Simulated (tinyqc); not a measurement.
# Doping and barrier from two capacitances

Question. A Schottky diode on a uniformly doped n-type layer obeys (A/C)^2 = 2 (Vbi - V - Vt)/(q eps0 eps_r Nd) in reverse bias, with phiB = Vbi + Vt ln(Nc/Nd) and image force ignored. Find Nd, Vbi and phiB.

Parameters, values chosen for the exercise; band and dielectric values close to those of silicon:
```
symbol,value,unit,meaning
T,300,K,temperature
eps_r,11.9,,relative permittivity
Nc,2.84e19,cm^-3,conduction-band density of states at T
A,0.0015,cm^2,diode area
```

Constants: q = 1.602176634e-19 C, kB = 1.380649e-23 J/K, Vt = kB T/q, eps0 = 8.8541878128e-14 F/cm where lengths are in cm. Results are converted to the units shown.

C at V = -0.4 and -4.5 V (pF): [669.42346, 265.13734]

Solution. The slope of (A/C)^2 against -V gives Nd, the intercept Vbi - Vt, and the Fermi-level depth Vt ln(Nc/Nd) is added for the barrier.

Nd = 1.800e18 cm^-3
Vbi = 0.3887 V
phiB = 0.4600 eV

Computed by the program tinyqc: `OMP_NUM_THREADS=1 python tinyqc.py 2020058 2020059 out.jsonl`, one thread of a shared Intel Xeon 2.30GHz, about 0.04 s for the whole run.
